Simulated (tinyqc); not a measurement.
Thermodynamics of metal silicides: hull, first phase, silicon consumed, nucleation and stability against SiO2: one step, computed by the program tinyqc.

Entropies of formation of the solids are neglected, so heats stand for free energies. Si fractions: M5Si3 0.3750, MSi 0.5000, MSi2 0.6667.

Question. Nucleation of MSi2 from MSi and Si. Where free silicon remains, MSi + Si -> MSi2 gains dH = 3 H(MSi2) - 2 H(MSi) per mole of M; per volume dG = |dH|/V(MSi2); r* = 2 gamma/dG, W* = 16 pi gamma^3/(3 dG^2). For comparison the same with MSi forming from the elements, 2 |H(MSi)|/V(MSi).

Inputs (values chosen for the exercise, for a model metal):

| quantity | value | unit |
|---|---|---|
| heat of formation of MSi | -74.7 | kJ/mol atoms |
| heat of formation of MSi2 | -54.9 | kJ/mol atoms |
| change of interface energy gamma | 0.17 | J/m^2 |
| temperature T | 1100 | K |

Phases: M5Si3, MSi, MSi2.

volumes of the three phases per mole of M (cm^3/mol): 15  18.3  25.6

Constants: e = 1.602176634e-19 C; k_B = 8.617333262e-05 eV/K.

Give: dH of the reaction; driving force; critical radius; barrier W*; W*/(k_B T); barrier for MSi from the elements.

Answer.

dH of the reaction = -15.3 kJ/mol M

driving force = 0.5977 kJ/cm^3

critical radius = 0.5689 nm

barrier W* = 1.438 eV

W*/(k_B T) = 15.17

barrier for MSi from the elements = 0.007709 eV

The barrier is 190 times that of MSi from the elements, since little energy is left to gain: nucleation may then delay this step to a higher temperature.
